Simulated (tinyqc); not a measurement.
Worked calculation: ballistic transport through the one-dimensional subbands of a rectangular nanowire or nanosheet channel. Computed by tinyqc, a small Python program that keeps every step. Command: `OMP_NUM_THREADS=1 python tinyqc.py 3023115 3023116 out.jsonl wire walk`. One thread of a shared host (Intel(R) Xeon(R) Processor @ 2.30GHz), about 0.04 s of CPU time with the checks. Intermediate numbers are printed to about 6 digits and carried at full precision; extremes and crossings named in words are read from the listed rows.

Hard walls, parabolic subbands, transport along x. Energies are counted from the bulk conduction band edge at the top of the barrier, which the gate pulls down by U; the source Fermi level lies at the bulk edge when U = 0.

Inputs (values chosen for the exercise, modelled on silicon):
```
quantity                                   value  unit
light mass m_t                              0.19   m_0
heavy mass m_l                             0.917   m_0
height a                                     3.3    nm
width b                                      3.8    nm
equivalent oxide thickness t                 1.4    nm
gate voltage above flat band V_G            0.44     V
drain voltage V_D                           0.05     V
temperature T                                300     K
mean free path for back-scattering lambda     61    nm
channel length L                              26    nm
```

Valleys: silicon [100] wire.

Constants: hbar^2/(2 m_0) = 3.80998212 eV angstrom^2; k_B = 8.617333262e-05 eV/K; m_0 = 9.1093837015e-31 kg; k_B = 1.380649e-23 J/K; hbar = 1.054571817e-34 J s; eps_0 = 8.8541878128e-12 F/m; e = 1.602176634e-19 C; h = 6.62607015e-34 J s.

## Subbands

E_pq = (hbar^2 pi^2/2)(p^2/(m_y b^2) + q^2/(m_z a^2)); valley pairs: (m_x, m_y, m_z) = (m_t, m_t, m_l), (m_t, m_l, m_t), (m_l, m_t, m_t), each with degeneracy g = 2; the 10 lowest subbands are kept.

Subbands:
```
valley axis  p  q  E (meV)  m_x (m_0)
z            1  1  174.712      0.190
y            1  1  210.134      0.190
z            1  2  287.678      0.190
y            2  1  295.328      0.190
x            1  1  318.793      0.917
y            3  1  437.317      0.190
z            1  3  475.954      0.190
z            2  1  585.884      0.190
y            4  1  636.102      0.190
z            2  2  698.850      0.190
```

The second subband lies 35.4 meV, or 1.37 k_B T, above the first; the lowest belongs to the valleys with the heavy mass across the height.

## Self-consistent barrier

F_j(eta) = (1/Gamma(j + 1)) int_0^infinity x^j/(1 + exp(x - eta)) dx, F_0 = ln(1 + exp(eta)). Integrals over x = E/(k_B T) use 160 Gauss-Legendre points in u = sqrt(x) from 0 to sqrt(max(eta, 0) + 32). With degeneracy g = 2, eta_i = (U - E_i)/(k_B T) and u = e V_D/(k_B T): line density n = sum_i g sqrt(2 m_x k_B T/pi)/(2 hbar) [F_-1/2(eta_i) + F_-1/2(eta_i - u)]; gate: e n = C_ox (V_G - U/e), C_ox = 3.9 eps_0 2 (a + b)/t (flat-plate estimate); I = (2 e k_B T/h) sum_i g [F_0(eta_i) - F_0(eta_i - u)].

C_ox = 350.246 aF/micrometre

U = 210.237 meV

Occupation:
```
subband         eta_i   n_i (1/nm)  I_i (microampere)
1         1.37414e+00  3.25444e-01        4.59842e+00
2         3.97524e-03  1.49545e-01        2.24187e+00
3        -2.99557e+00  1.12432e-02        1.66633e-01
4        -3.29146e+00  8.42851e-03        1.24834e-01
5        -4.19915e+00  7.57324e-03        5.09956e-02
6        -8.78386e+00  3.55140e-05        5.24916e-04
7        -1.02784e+01  7.96811e-06        1.17772e-04
8        -1.45307e+01  1.13404e-07        1.67615e-06
9        -1.64732e+01  1.62554e-08        2.40260e-07
10       -1.89004e+01  1.43511e-09        2.12115e-08
```

line density n = 0.502278 1/nm

ballistic current I = 7.18339 microampere

mean velocity I/(e n) = 0.892638 1e7 cm/s

2 of the subbands lie below the source Fermi level; the lowest carries 64 % of the current with 65 % of the charge. The gate spends 48 % of V_G on moving the bands.

## Conductance, capacitance and scattering

Linear conductance G = (2 e^2/h) sum_i g f(eta_i), g = 2, f = 1/(1 + exp(-eta_i)), with the barrier frozen at the eta_i above; current per perimeter I/(2(a + b)); with scattering, transmission lambda/(lambda + L) and low-bias resistance (1 + L/lambda)/G.

open modes sum g f = 2.79502

ballistic conductance = 216.560 microsiemens

current per perimeter = 505.873 microampere/micrometre

transmission = 0.701149

low-bias resistance with scattering = 6.58583 kiloohm

Even without scattering the wire has h/(2 e^2 M) = 4.62 kiloohm, which sits in the contacts.

## Gate sweep

Open modes are sum_i g/(1 + exp(-eta_i)). The last column is e dn/dV_G over C_ox, taken up to the next row.

Against the gate voltage:
```
V_G (V)   U (meV)     n (1/nm)  I (microampere)   open modes     C_g/C_ox
-0.130   -130.001  2.26466e-06      3.33542e-05  1.94656e-05  5.61592e-04
-0.025    -25.060  1.31171e-04      1.93193e-03  1.12731e-03  4.14752e-02
0.095      89.963  1.10113e-02      1.62446e-01  9.35740e-02  4.42459e-01
0.220     159.656  1.31917e-01      1.96634e+00  9.94076e-01  7.25376e-01
0.320     187.118  2.90489e-01      4.30042e+00  1.89993e+00  8.09334e-01
0.450     211.905  5.20492e-01      7.41527e+00  2.86025e+00  8.51306e-01
0.590     232.722  7.81034e-01      1.04486e+01  3.66563e+00  8.75861e-01
0.750     252.584  1.08738e+00      1.34400e+01  4.45777e+00  8.93795e-01
0.920     270.639  1.41955e+00      1.62546e+01  5.28689e+00  9.07941e-01
1.100     287.210  1.77681e+00      1.90827e+01  6.17585e+00            -
```

Between the first two rows the current rises one decade per 60 mV, against the limit ln(10) k_B T/e = 60 mV. Above threshold C_g/C_ox lies between 0.73 and 0.91: the quantum capacitance in series costs a visible part.

Checks made by the program: density of the lowest subband against a direct sum over k (relative difference 1e-09).
